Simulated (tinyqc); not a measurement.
A spin-degenerate level with charging energy between two leads, rate equations: two steps of the calculation.

States 0, up, down and 2 with energies 0, e1 - Ez/2, e1 + Ez/2 and 2 e1 + U. mu_L = +V/2, mu_R = -V/2 (meV), f(x) = 1/(1 + exp(x/kB T)). A transition that adds one electron of given spin at the energy E has the rate G f(E - mu) from each lead, and its reverse G [1 - f(E - mu)]. I counts electrons leaving the left lead, times q.

Inputs (values chosen for the exercise):
- U = 5.8 meV (charging energy of the second electron)
- e1 = -6.71 meV (level)
- GL = 0.11 1/ns (tunnel rate to the left lead)
- GR = 0.057 1/ns (tunnel rate to the right lead)
- T = 6.3 K (temperature)
- V = 9.6 mV (bias)
- Ez = 0 meV (Zeeman splitting)

Constants: q = 1.602176634e-19 C, kB = 1.380649e-23 J/K, Vt = kB T/q. Results are converted to the units shown.

Question 1. Transition energies and Fermi factors. Transition energies: 0-up e1 - Ez/2, 0-down e1 + Ez/2, up-2 e1 + U + Ez/2, down-2 e1 + U - Ez/2.

Wanted: E; fL; fR.

Answer 1.

```
transition  E (meV)      fL       fR
0-up        -6.7100  1.0000  0.97120
0-down      -6.7100  1.0000  0.97120
up-2        -0.9100  1.0000  0.00077
down-2      -0.9100  1.0000  0.00077
```

Question 2. Rate matrix. dp/dt = W p; W_ji is the rate from state i to j, and each column sums to zero.

```
transition         fL          fR
0-up        1.0000000  0.97120107
0-down      1.0000000  0.97120107
up-2        0.9999729  0.00077233
down-2      0.9999729  0.00077233
```

Find: W.

Answer 2.

W (1/ns):
```
            0       up     down        2
0     -0.3307   0.0016   0.0016   0.0000
up     0.1654  -0.1117   0.0000   0.0570
down   0.1654   0.0000  -0.1117   0.0570
2      0.0000   0.1100   0.1100  -0.1139
```

Range of the model: Rate equations need hbar G well below kB T; cotunnelling and the Kondo effect are left out.

tinyqc, about 0.01 s, one thread, Intel Xeon 2.30GHz (shared host): `OMP_NUM_THREADS=1 python tinyqc.py 2780045 2780046 out.jsonl`
